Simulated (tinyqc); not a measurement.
Transfer between valleys with doping: electrons shared among three sets of ellipsoidal valleys.

F_j(eta) = (1/Gamma(j + 1)) integral_0^infinity x^j dx/(1 + exp(x - eta)), which tends to exp(eta) for eta << 0.

Sets L, Gamma, Delta: N_i = M_i times N = 2 (m kB T/(4 pi c))^(3/2) with c = hbar^2/2m0, in 1/angstrom^3; times 1e24 for 1/cm^3, m = (ml mt^2)^(1/3); n = sum_i N_i F_1/2((EF - dE_i)/kT), energies from the edge of the first set; mu_drift = sum of share times mobility.

Constants: hbar^2/2m0 = 3.80998211 eV angstrom^2; kB = 8.617333262e-05 eV/K.

Inputs chosen for the exercise (masses and offsets near those of Ge; mobilities are free inputs, held fixed; the results hold for these values, not for the real material): dE = (0, 0.136, 0.205) eV (edges of L, Gamma, Delta above the first); M = (4, 1, 6) (valleys in each set); ml = (1.562, 0.041, 0.941) m0 (longitudinal masses of L, Gamma, Delta); mt = (0.0847, 0.041, 0.2093) m0 (transverse masses); mu = (3600, 18000, 1200) cm^2/(V s) (mobility of each set); T = 77 K.

Parabolic valleys; band tails and gap narrowing are left out.

Populations:
```
n (1/cm^3)  EF (eV)  share L  share Gamma  share Delta  mu_drift
1.0e+16     -0.0327   1.0000       0.0000       0.0000      3600
1.0e+17     -0.0173   1.0000       0.0000       0.0000      3600
1.0e+18     -0.0005   1.0000       0.0000       0.0000      3600
3.0e+18      0.0101   1.0000       0.0000       0.0000      3600
1.0e+19      0.0287   1.0000       0.0000       0.0000      3600
3.0e+19      0.0618   1.0000       0.0000       0.0000      3600
1.0e+20      0.1390   0.9997       0.0003       0.0000      3604
```

The share of L stays near 1.000, so the mean mobility hardly moves. L holds more than Gamma throughout. The share of Delta is at most 1.9e-06.

(tinyqc, `OMP_NUM_THREADS=1 python tinyqc.py 1680332 1680333 out.jsonl`, Intel(R) Xeon(R) Processor @ 2.30GHz, 1 thread, shared host, about 0.01 s.)
